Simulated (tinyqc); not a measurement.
What moves the results: model-solid line-up of a strained alloy layer on a substrate. A value that a table varies takes the place of the one given here.

All values of the alloy are linear in x but the gap, Eg(x) = (1 - x) Eg_A + x Eg_B - C x (1 - x), and the valence edge, Ev(x) = (1 - x) Ev_A + x Ev_B + fv C x (1 - x); Ec = Ev + Eg. Ev is the top of the unstrained valence band on a scale common to all materials. In the layer only the Gamma valley of the conduction band is followed, also where an X or L valley would lie lower.

Coherent growth on a (110) face: e_par = (a_s - a)/a, e_perp = -(C11 + 3 C12 - 2 C44)/(C11 + C12 + 2 C44) e_par; exx = eyy = (e_par + e_perp)/2, ezz = e_par, exy = (e_perp - e_par)/2, eyz = ezx = 0.

Strained edges: Ec + ac tr(e); the valence edges are Ev plus the levels of the 6 x 6 matrix of X, Y, Z times spin with -Dso/3 + l exx + m (eyy + ezz) on the diagonal (cyclic), n exy off it, l = av + 2 b, m = av - b, n = sqrt(3) d. Spin-orbit term (Dso/3) L.sigma on X, Y, Z with (L_k)_ij = -i epsilon_kij: <X+|H|Y+> = -i Dso/3, <X+|H|Z-> = Dso/3, <Y+|H|Z-> = -i Dso/3, <Z+|H|X-> = -Dso/3, <Z+|H|Y-> = i Dso/3, <X-|H|Y-> = i Dso/3, and their conjugates; + and - are the spin along z.

dEc = Ec(substrate) - Ec(layer), dEv = Ev(layer) - Ev(substrate); positive values confine the carrier in the layer. Type I: both of one sign; type II: opposite signs; type III: the gaps do not overlap.

Coherent growth: e_par = (a_s - a)/a. (001): e_perp = -2 (C12/C11) e_par; exx = eyy = e_par, ezz = e_perp, no shear. (111): e_perp = -(2 C11 + 4 C12 - 4 C44)/(C11 + 2 C12 + 4 C44) e_par; exx = eyy = ezz = (2 e_par + e_perp)/3 and exy = eyz = ezx = (e_perp - e_par)/3. (110): e_perp = -(C11 + 3 C12 - 2 C44)/(C11 + C12 + 2 C44) e_par; exx = eyy = (e_par + e_perp)/2, ezz = e_par, exy = (e_perp - e_par)/2, eyz = ezx = 0.

Parameters, chosen for this exercise (A near InSb, B near InAs, substrate near InAs; not measured data):
```
symbol  value           unit      meaning
a       (6.473, 6.059)  angstrom  lattice constant of A, B
Eg      (0.234, 0.416)  eV        gap at Gamma to the s-like level of A, B
Dso     (0.809, 0.391)  eV        spin-orbit splitting of A, B
Ev      (0, -0.6)       eV        top of the unstrained valence band of A, B
ac      (-6.89, -5.15)  eV        conduction deformation potential of A, B
av      (0.36, 1)       eV        valence hydrostatic potential of A, B
b       (-1.98, -1.78)  eV        tetragonal shear potential of A, B
d       (-4.66, -3.6)   eV        trigonal shear potential of A, B
C11     (68.6, 83.1)    GPa       of A, B
C12     (37.5, 45.5)    GPa       of A, B
C44     (31.5, 39)      GPa       of A, B
C       0.566           eV        bowing of the gap
fv      0.7                       share of the bowing taken by the valence edge
a_s     6.059           angstrom  substrate
Eg_s    0.416           eV        lowest gap of the substrate
Ev_s    -0.6            eV        substrate valence edge
face    110                       growth face
x       0.81                      fraction of B
```

## Composition against offsets

Each composition is strained to the same substrate.

Results:
```
x     e_par (%)  relaxed gap (eV)  strained gap (eV)  valence splitting (meV)  dEc (eV)  dEv (eV)  type
0.55      -2.98             0.194              0.340                      179    -0.378     0.454   III
0.61      -2.60             0.210              0.336                      157    -0.321     0.400    II
0.67      -2.21             0.231              0.337                      136    -0.266     0.344    II
0.73      -1.81             0.255              0.342                      113    -0.213     0.286    II
0.80      -1.35             0.289              0.354                       86    -0.154     0.216    II
0.86      -0.95             0.322              0.367                       61    -0.105     0.154    II
0.92      -0.54             0.360              0.386                       36    -0.059     0.089    II
0.98      -0.14             0.401              0.408                        9    -0.014     0.023    II
```

How do the results move?

The layer stays under compression over this range. The strained gap runs from 0.340 to 0.408 eV, against 0.194 to 0.401 eV for the relaxed alloy: strain takes back part of the change that the composition makes. It is not monotonic; its extremes in the table are 0.336 and 0.408 eV. Strains above 2 % can be kept only in layers of a few nanometres. The type changes: III to II between x = 0.55 and 0.61. Offsets below about 50 meV are within the spread of parameter sets, so those rows do not settle the type.

## The same layer on three faces

Composition and substrate are kept.

Results:
```
face   e_perp (%)  tr(e) (%)  shift of Ec (meV)  shift of Ev (meV)  valence splitting (meV)  gap (eV)
(001)       1.403     -1.160               63.6               38.6                     86.6    0.3193
(111)       0.749     -1.814               99.4               28.6                     80.0    0.3651
(110)       0.881     -1.682               92.2               30.9                     81.8    0.3556
```

What can be read from the table?

The layer yields most along the normal on (001) and least on (111), so the volume change, and with it the shift of Ec, is largest on (111). The valence splitting, set by b on (001), by d on (111) and by both on (110), is largest on (001). The gaps span 46 meV, from (001) to (111).

## What each parameter does

Strained gap, valence splitting and offsets. Each row changes one parameter from the base and keeps the others.

Results:
```
case                        gap (eV)  splitting (meV)  dEc (eV)  dEv (eV)
base                          0.3556             81.8   -0.1455    0.2059
x = 0.83                      0.3600             73.7   -0.1292    0.1852
a_s = 6.079 angstrom          0.3400             62.9   -0.1220    0.1980
C = 0.666 eV                  0.3402             81.8   -0.1409    0.2167
fv = 0.9                      0.3556             81.8   -0.1629    0.2233
Ev_s = -0.55 eV               0.3556             81.8   -0.0955    0.1559
C12 = (43.125, 52.325) GPa    0.3476             85.0   -0.1403    0.2087
av = (0.414, 1.15) eV         0.3578             81.8   -0.1455    0.2037
d = (-5.359, -4.14) eV        0.3497             91.2   -0.1455    0.2118
```

How do the results move?

The largest shifts from the base row, up to three for each result and ties (the steps differ in size, so this ranks the rows, not the parameters). gap (eV): a_s -0.0156, C -0.0154, C12 -0.0080; unchanged at the printed digits by fv and Ev_s. splitting (meV): a_s -19.0, d +9.3, x -8.1; unchanged at the printed digits by C, fv, Ev_s and av. dEc (eV): Ev_s +0.0500, a_s +0.0234, fv -0.0174; unchanged at the printed digits by av and d. dEv (eV): Ev_s -0.0500, x -0.0207, fv +0.0174.

tinyqc: `OMP_NUM_THREADS=1 python tinyqc.py 1051561 1051562 out.jsonl`; about 0.03 s, one thread, shared Intel(R) Xeon(R) Processor @ 2.30GHz.
